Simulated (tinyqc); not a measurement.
Plane-wave Kohn-Sham cycle with exchange-only LDA in a layered model solid, step by step. One step of it, computed by the program tinyqc.

Problem. Iteration 1: potential. V_H(G) = 4 pi rho(G)/G^2 for G != 0 (uniform background); v_x = -(3 rho/pi)^(1/3); V = V_ext + V_H + v_x; Fourier components f(G_m) = (1/N) sum_j f(x_j) exp(-i G_m x_j).

A solid whose potential varies along x alone (atomic units):
```
parameter                      value
period a                   13.800000
cross-section of the cell   9.000000
electrons per cell                 2
grid points                       16
plane waves -n..n, n               3
k points                           4
V1 in V1 cos(2 pi x/a)     -0.600000
V2 in V2 cos(4 pi x/a)     -0.280000
```

density at the start, on the grid x_j = j a/N (e/bohr^3): 0.01610306  0.01610306  0.01610306  0.01610306  0.01610306  0.01610306  0.01610306  0.01610306  0.01610306  0.01610306  0.01610306  0.01610306  0.01610306  0.01610306  0.01610306  0.01610306

Give: Potentials on the grid; V(G_m), m = 0, 1, 2, ....

Solution.

Potentials on the grid (hartree):
```
x        V_ext    V_H     v_x       V
0.000   -0.880  0.000  -0.249  -1.129
0.863   -0.752  0.000  -0.249  -1.001
1.725   -0.424  0.000  -0.249  -0.673
2.587   -0.032  0.000  -0.249  -0.280
3.450    0.280  0.000  -0.249   0.031
4.312    0.428  0.000  -0.249   0.179
5.175    0.424  0.000  -0.249   0.176
6.037    0.356  0.000  -0.249   0.108
6.900    0.320  0.000  -0.249   0.071
7.763    0.356  0.000  -0.249   0.108
8.625    0.424  0.000  -0.249   0.176
9.488    0.428  0.000  -0.249   0.179
10.350   0.280  0.000  -0.249   0.031
11.213  -0.032  0.000  -0.249  -0.280
12.075  -0.424  0.000  -0.249  -0.673
12.938  -0.752  0.000  -0.249  -1.001
```

V(G_m), m = 0, 1, 2, ... (hartree): -0.249  -0.300  -0.140  0.000  0.000  0.000  0.000
